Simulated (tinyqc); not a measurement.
# Polycrystalline film, grain-boundary barriers (Seto model): effect of the donor density

One-dimensional grains of size Lg with donors N; each boundary has Qt acceptor-like traps per area at one level Et below the band edge. Trapped electrons qt deplete a width w = qt/N (both sides together) and raise a barrier Vb = q N w^2/(8 eps0 eps_r). Current crosses the barriers by thermionic emission at small bias. Abrupt depletion, full ionisation, Boltzmann statistics.

Partly depleted grains: the density at the grain centre is n0 = N and qt = Qt/(1 + 2 (Nc/N) exp((Vb - Et)/Vt)). If that gives qt >= N Lg, the grains are fully depleted: qt = N Lg, w = Lg and n0 = 2 Nc exp((Vb - Et)/Vt)/(Qt/(N Lg) - 1). Resistivity: barriers rb = Vt exp(Vb/Vt)/(q n0 vc Lg), grain interior rg = (1 - w/Lg)/(q mg N); effective mobility 1/(q N (rb + rg)).

Inputs (values chosen for the exercise); values close to those of polycrystalline silicon:
```
symbol,value,unit,meaning
T,400,K,temperature
eps_r,11.7,,relative permittivity of the semiconductor
Lg,30,nm,grain size
Qt,3.2e12,cm^-2,trap density at a boundary
mg,350,cm^2/(V s),mobility inside a grain
vc,9.3e6,cm/s,collection velocity at the barrier
Nc,4.31e19,cm^-3,conduction-band density of states at T
Et,0.6,eV,trap level below the band edge
```

Constants: q = 1.602176634e-19 C, kB = 1.380649e-23 J/K, Vt = kB T/q, eps0 = 8.8541878128e-14 F/cm where lengths are in cm. Results are converted to the units shown.

Result of one run:
```
w/Lg,Vb (V),n0 (cm^-3),resistivity (ohm cm)
0.5614,0.1042,1.900e18,0.08749
```

Which donor density N gave this result: 5.3e16, 2.2e17, 1.9e18 or 3.2e19 cm^-3?

N = 1.9e18 cm^-3.

The whole series:
```
N (cm^-3),w/Lg,Vb (V),n0 (cm^-3),resistivity (ohm cm)
5.3e16,1.000,0.009222,1.623e11,6.207e4
1.1e17,1.000,0.01914,4.760e11,2.823e4
2.2e17,1.000,0.03828,1.874e12,1.249e4
4.5e17,1.000,0.07830,1.681e13,4448
9.2e17,1.000,0.1601,1.549e15,517.4
1.9e18,0.5614,0.1042,1.900e18,0.08749
3.8e18,0.2807,0.05210,3.800e18,0.01257
7.7e18,0.1385,0.02571,7.700e18,0.004106
1.6e19,0.06667,0.01237,1.600e19,0.001730
3.2e19,0.03333,0.006186,3.200e19,8.270e-4
```

As N goes from 5.3e16 to 3.2e19 cm^-3, the barrier goes from 0.00922 through a maximum of 0.160 (at N = 9.2e17 cm^-3 among the rows listed) to 0.00619 V and the resistivity falls from 62100 to 8.27e-4 ohm cm. The grains are fully depleted in 5 of the 10 rows. The steepest fall, as N^(-12.0), lies between 9.2e17 and 1.9e18 cm^-3; N* = 1.07e18 cm^-3. The barrier grows with N while the grains are depleted and shrinks once they are not, hence the maximum. At N = 5.3e16, 1.1e17, 2.2e17, 3.8e18, 7.7e18, 1.6e19, 3.2e19 cm^-3 the barrier is under 2 Vt, where the depletion and emission pictures are rough. For N = 1.6e19 to 3.2e19 cm^-3 N passes 0.3 Nc, where degeneracy and tunnelling through the thin barriers matter.

Program tinyqc, `OMP_NUM_THREADS=1 python tinyqc.py 2610046 2610047 out.jsonl`; Intel Xeon 2.30GHz, shared host, one thread, about 0.01 s.
